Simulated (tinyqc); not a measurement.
Mass and degeneracy from charge and saturation current.

Question. At high drain voltage only states moving towards the drain are filled: I = gv (2 q^2/h) Vt ln(1 + exp eta) and n = (N0/2) F_(-1/2)(eta), N0 = gv sqrt(2 m kB T/pi)/hbar, F_(-1/2)(x) = (1/sqrt(pi)) int_0^infinity u^(-1/2)/(1 + exp(u - x)) du. Find eta and m.

Parameters, values chosen for the exercise: temperature T = 300 K; valley degeneracy gv = 1.

Constants: q = 1.602176634e-19 C, kB = 1.380649e-23 J/K, hbar = 1.054571817e-34 J s, h = 6.62607015e-34 J s, m0 = 9.1093837015e-31 kg, Vt = kB T/q. Results are converted to the units shown.

n = 1.2048623e6 cm^-1
I = 9.5118215 uA

Solution. In one dimension the current holds no mass, so it gives eta directly; n then gives m.

eta = 4.740
m = 0.04660 m0

Computed by the program tinyqc: `OMP_NUM_THREADS=1 python tinyqc.py 2400163 2400164 out.jsonl`, one thread of a shared Intel Xeon 2.30GHz, about 0.04 s for the whole run.
